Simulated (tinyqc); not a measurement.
Inside a calculation: sp3s* tight binding with spin-orbit coupling. Values are carried at full precision from step to step, so a last printed digit may differ when a step is redone from the rounded ones.

sp3s* tight binding, nearest neighbours only: anion (a) at 0, cation (c) at a/4 (1,1,1), orbitals s, px, py, pz, s* on each; k in units of 2 pi/a. With phases e_j = exp(i (pi/2) k.n_j) for n = (1,1,1), (1,-1,-1), (-1,1,-1), (-1,-1,1): g0 = (e1+e2+e3+e4)/4, g1 = (e1+e2-e3-e4)/4, g2 = (e1-e2+e3-e4)/4, g3 = (e1-e2-e3+e4)/4. The diagonal holds the levels Esa, Epa, Exa (s*) and Esc, Epc, Exc. Anion-cation block: <sa|sc> = Vss g0; <sa|xc> = Vsapc g1; <xa|sc> = -Vscpa g1; <xa|xc> = Vxx g0; <xa|yc> = <ya|xc> = Vxy g3, <xa|zc> = <za|xc> = Vxy g2, <ya|zc> = <za|yc> = Vxy g1; <s*a|xc> = Vxapc g1; <xa|s*c> = -Vpaxc g1; y and z take g2 and g3 in place of g1; s-s* and s*-s* vanish.

Constants: hbar^2/2m0 = 3.80998211 eV angstrom^2.

Parameters, chosen for this exercise (near a published set for InP, fitted to gaps, whose masses and valley positions are rough; spin-orbit coupling, where it is added without a refit, lifts the valence top and shrinks all gaps by about a third of the splitting; not measured data): k = (0.23, 0.23, 0) 2 pi/a (wave vector); Esa = -8.575 eV (s level of the anion); Epa = 0.881 eV (p level of the anion); Esc = -1.48 eV (s level of the cation); Epc = 4.018 eV (p level of the cation); Exa = 8.252 eV (s* level of the anion); Exc = 7.052 eV (s* level of the cation); Vss = -5.319 eV (s-s); Vxx = 1.88 eV (px-px); Vxy = 4.26 eV (px-py); Vsapc = 2.239 eV (s anion, p cation); Vscpa = 5.559 eV (s cation, p anion); Vxapc = 3.436 eV (s* anion, p cation); Vpaxc = 4.474 eV (p anion, s* cation); Da = 0.068 eV (atomic spin-orbit splitting, anion); Dc = 0.406 eV (the same, cation); a = 5.864 angstrom (lattice constant).

## Phase sums

Form g0 to g3 at this k.

g0, g1, g2, g3: 0.87506  0.33066i  0.33066i  -0.12494

## The Hamiltonian without spin-orbit coupling

Fill in the 10 x 10 matrix.

H(k) (eV), lower triangle (Hermitian):
```
           sa        xa        ya        za       s*a       sc      xc      yc      zc     s*c
sa    -8.5750
xa          0    0.8810
ya          0         0    0.8810
za          0         0         0    0.8810
s*a         0         0         0         0    8.2520
sc    -4.6544   1.8381i   1.8381i    0.6946         0  -1.4800
xc   -0.7403i    1.6451   -0.5323  -1.4086i  -1.1361i        0  4.0180
yc   -0.7403i   -0.5323    1.6451  -1.4086i  -1.1361i        0       0  4.0180
zc    -0.2798  -1.4086i  -1.4086i    1.6451   -0.4293        0       0       0  4.0180
s*c         0   1.4794i   1.4794i    0.5590         0        0       0       0       0  7.0520
```

## Levels at this k

Diagonalise H, which belongs to k = (0.23, 0.23, 0) (2 pi/a). Four bands are filled (two electrons each); give the make-up of band 5, the lowest empty one.

levels (eV): -11.0476  -2.3801  -0.6557  -0.2340  2.3120  4.4487  5.1330  5.5256  7.9020  8.9422

weights of band 5: s 0.612, p 0.342, s* 0.046

weight of band 5 on atom a = 0.294

The vertical gap at this k is 2.5460 eV; band 5 is mostly s-like.

## Levels at Gamma

Spin-orbit coupling acts within the p shell of each atom as (D/3) L.sigma, D = Da or Dc: it puts four states at Ep + D/3 and two at Ep - 2D/3.

At k = 0 only g0 = 1 is left and H falls into 2 x 2 blocks [[E_a, V], [V, E_c]] with roots (E_a + E_c)/2 -/+ sqrt(((E_a - E_c)/2)^2 + V^2); the s* levels stay uncoupled. The direct gap runs from the highest lower root of the p blocks to the lowest upper root.

Blocks at Gamma (eV):
```
block               E_a      E_c        V  lower root  upper root
s (Gamma6)      -8.5750  -1.4800  -5.3190    -11.4210      1.3660
p 3/2 (Gamma8)   0.9037   4.1533   1.8800      0.0436      5.0134
p 1/2 (Gamma7)   0.8357   3.7473   1.8800     -0.0863      4.6693
```

direct gap at Gamma = 1.3223 eV

The lowest empty level at Gamma is s-like. The split-off band lies 0.1299 eV below the top, between Dc = 0.406 and Da = 0.068 eV, weighted by where the valence p state sits.

## Bands near the gap

Diagonalise at L = (1/2,1/2,1/2), X = (1,0,0), W = (1,1/2,0), K = (3/4,3/4,0) and at the fractions named between them; energies from the top of the valence band at Gamma; the matrix is 20 x 20 and 8 levels are filled.

Levels (eV):
```
k        level 3  level 5  level 7  level 8  level 9  level 10  level 11
L         -5.839   -1.097   -0.989   -0.989    1.817     1.817     4.179
L-G 0.5   -3.512   -0.635   -0.535   -0.535    2.143     2.143     4.437
G         -0.130    0.000    0.000    0.000    1.322     1.322     4.626
G-X 0.2   -1.185   -0.350   -0.275   -0.275    2.050     2.050     4.449
G-X 0.4   -2.912   -0.951   -0.886   -0.886    2.634     2.634     3.788
G-X 0.6   -4.586   -1.570   -1.510   -1.510    2.729     2.729     3.217
G-X 0.7   -5.334   -1.821   -1.760   -1.760    2.636     2.636     3.059
G-X 0.8   -5.982   -2.009   -1.949   -1.949    2.516     2.516     2.973
G-X 0.9   -6.463   -2.126   -2.066   -2.066    2.427     2.427     2.928
X         -6.653   -2.166   -2.105   -2.105    2.396     2.396     2.914
W         -6.663   -2.209   -2.121   -2.090    2.298     2.495     2.908
K         -6.550   -2.334   -1.811   -1.804    2.257     2.386     3.035
K-G 0.5   -4.165   -1.450   -0.644   -0.640    2.339     2.411     3.892
```

On these points the lowest empty level is lowest at G, 1.322 eV above the top.

## Valleys and masses

The lowest conduction level (mean of the pair) at Gamma, at its minimum on (x,0,0) for x from 0.5 to 1, and at the point L (L, and X where the search ends there, need not be minima in this model; a zero or negative inverse mass shows it). Inverse masses m0/m = (E(+h) + E(-h) - 2 E)/(2 c q^2) with c = hbar^2/2m0, q = h 2 pi/a, h = 0.002; longitudinal along the valley axis ([100] at Gamma and Delta, [111] at L), transverse along [010] or [1-10]. A dash: the next level lies within 0.15 eV, so a single mass has no use there.

Valleys:
```
valley  x (2 pi/a)  E - Ev (eV)  m0/m_l  m0/m_t
Gamma       0.0000       1.3223    8.43    8.43
Delta       1.0000       2.3956    0.73    0.00
L           0.5000       1.8172    0.62    1.50
```

Of these three the lowest is Gamma, which makes the gap direct, 1.3223 eV. At Delta m0/m_t is 0.00. This nearest-neighbour model is fitted to gaps: it places the Delta minimum and the masses at Delta and L only roughly (transverse masses can be several times too heavy), and since its bands are flat from X to W the transverse mass grows too heavy towards X; d orbitals or second neighbours cure this.

## Checks

- Direct gap at Gamma from the blocks against the full matrix: both 1.32233.

tinyqc: `OMP_NUM_THREADS=1 python tinyqc.py 1451988 1451989 out.jsonl`; about 0.1 s, one thread, shared Intel(R) Xeon(R) Processor @ 2.30GHz.
